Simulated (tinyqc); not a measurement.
Off-state leakage of single and stacked transistors: two steps of the calculation.

n-channel devices of unit width. Subthreshold current I(Vg, Vs, Vd) = I0 (T/300 K)^0.5 exp[(Vg - Vs - VT(T) - gb (Vs - Vb) + dd (Vd - Vs))/(nf Vt)] (1 - exp(-(Vd - Vs)/Vt)), VT(T) = VT - cT (T - 300 K). Gate-edge tunnelling Ig (Vd/1 V) exp(ag (Vd - 1 V)), for a gate at 0 V, and band-to-band leakage Ab u exp(-Bb/u), u = Vd - Vb + 1 V, flow at a drain held at V; both are taken as independent of T. In a stack of off transistors (all gates at 0 V) the same subthreshold current passes through each.

Inputs (values chosen for the exercise); values of the order met in bulk silicon logic transistors: temperature T = 378 K; supply voltage V = 0.8 V; threshold at 300 K, zero drain and body bias VT = 0.4 V; fall of the threshold with temperature cT = 0.9 mV/K; current at threshold at 300 K I0 = 0.42 uA/um; slope factor nf = 1.25; drain-induced lowering per volt dd = 0.14; rise of the threshold per volt of source-body bias gb = 0.13; gate-edge tunnelling current at 1 V Ig = 5e-6 uA/um; exponential slope of the gate current ag = 4 1/V; prefactor of band-to-band leakage at the drain Ab = 1 uA/(um V); its exponential voltage Bb = 20 V; body voltage Vb = 0 V.

Constants: q = 1.602176634e-19 C, kB = 1.380649e-23 J/K, Vt = kB T/q. Results are converted to the units shown.

Task 1. Leakage of one transistor. Vg = Vs = 0, Vd = V; effective threshold VT(T) - gb Vb - dd V.

Give: effective threshold; parts; total; shares.

Result 1.

effective threshold = 0.21780 V
parts (nA/um): subthreshold 2.2405, gate edge 0.0017973, band-to-band 0.026902
total = 2.2692 nA/um
shares (%): subthreshold 98.735, gate edge 0.079206, band-to-band 1.1855

The subthreshold part is the largest.

Task 2. New Vx. Stack of two, Vx the node between them: I_low = I(0, 0, Vx), I_up = I(0, Vx, V), f = ln(I_up/I_low), f' = -(1 + gb + 2 dd)/(nf Vt) - 1/(Vt (exp(Vx/Vt) - 1)) - 1/(Vt (exp((V - Vx)/Vt) - 1)), Vx(new) = Vx - f/f'.

Vx after iteration 1 = 0.081860900 V

Give: I_low; I_up; f; f'; Vx after iteration 2.

Result 2.

I_low = 0.17429 nA/um
I_up = 0.17436 nA/um
f = 3.9665e-4
f' = -37.336 1/V
Vx after iteration 2 = 0.081872 V

Numbers from tinyqc (`OMP_NUM_THREADS=1 python tinyqc.py 2242016 2242017 out.jsonl`; about 0.03 s on one thread of a shared Intel Xeon 2.30GHz).
